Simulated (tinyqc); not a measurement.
Dose and depth of a threshold implant.

Inverse problem. A sheet of D acceptors per cm^2 lies at depth xi inside the depleted layer of a body doped Na. In the depletion approximation VT = Vfb + f2 + q D/Cox + gamma sqrt(f2 + Vsb - q D xi/(eps0 eps_r)), gamma = sqrt(2 eps0 eps_r q Na)/Cox, Cox = eps0 eox/tox. Find gamma, D and xi.

Inputs (values chosen for the exercise); band and dielectric values close to those of silicon:
- eps_r = 11.8 (relative permittivity)
- Na = 4.9e16 cm^-3 (acceptor density deep in the body)
- eox = 25.4 (relative permittivity of the gate insulator (close to zirconium oxide))
- tox = 16 nm (insulator thickness)
- Vfb = -0.31 V (flat-band voltage)
- f2 = 0.813 V (band bending 2 phiF at threshold)

Constants: q = 1.602176634e-19 C, eps0 = 8.8541878128e-14 F/cm where lengths are in cm. Results are converted to the units shown.

VT against the source at Vsb = 0 and 3 V (V): 0.70540040  0.81070656

Answer. With y^2 = f2 - q D xi/(eps0 eps_r) and d the difference of the thresholds over gamma, sqrt(y^2 + Vsb) - y = d gives y = (Vsb - d^2)/(2 d). The first threshold then gives D, and y^2 gives xi.

gamma = 0.09112 V^0.5
D = 1.200e12 cm^-2
xi = 16.00 nm

Computed by the program tinyqc: `OMP_NUM_THREADS=1 python tinyqc.py 2080104 2080105 out.jsonl`, one thread of a shared Intel Xeon 2.30GHz, about 0.4 s for the whole run.
